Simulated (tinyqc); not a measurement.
Worked calculation: Hubbard ring of 3 sites. One step of it, computed by the program tinyqc.

Question. The many-body Hamiltonian. Basis: all placements (u, d, 2, 0 on each site), up operators ordered before down ones; hops carry the sign of the same-spin electrons passed.

one-body matrix (hopping and site energies) (eV), order 1, 2, 3:
$$\begin{pmatrix}
0.930000 & -0.520000 & -0.520000 \\
-0.520000 & -0.580000 & -0.520000 \\
-0.520000 & -0.520000 & 0.430000
\end{pmatrix}$$

U = 1.500000 eV

electrons, up and down: [2, 1]

Give: H.

Answer.

H (eV):
```
        2u0     u20     uud     20u     udu     u02     duu     02u
2u0   2.780  -0.520  -0.520  -0.520   0.000   0.000   0.520   0.000
u20  -0.520   1.270  -0.520   0.000  -0.520   0.000   0.000   0.520
uud  -0.520  -0.520   0.780   0.000   0.000  -0.520   0.000   0.000
20u  -0.520   0.000   0.000   3.790  -0.520  -0.520  -0.520   0.000
udu   0.000  -0.520   0.000  -0.520   0.780  -0.520   0.000  -0.520
u02   0.000   0.000  -0.520  -0.520  -0.520   3.290   0.000   0.000
duu   0.520   0.000   0.000  -0.520   0.000   0.000   0.780  -0.520
02u   0.000   0.520   0.000   0.000  -0.520   0.000  -0.520   0.770
0u2   0.000   0.000   0.520   0.000   0.000  -0.520  -0.520  -0.520

        0u2
2u0   0.000
u20   0.000
uud   0.520
20u   0.000
udu   0.000
u02  -0.520
duu  -0.520
02u  -0.520
0u2   1.780
```
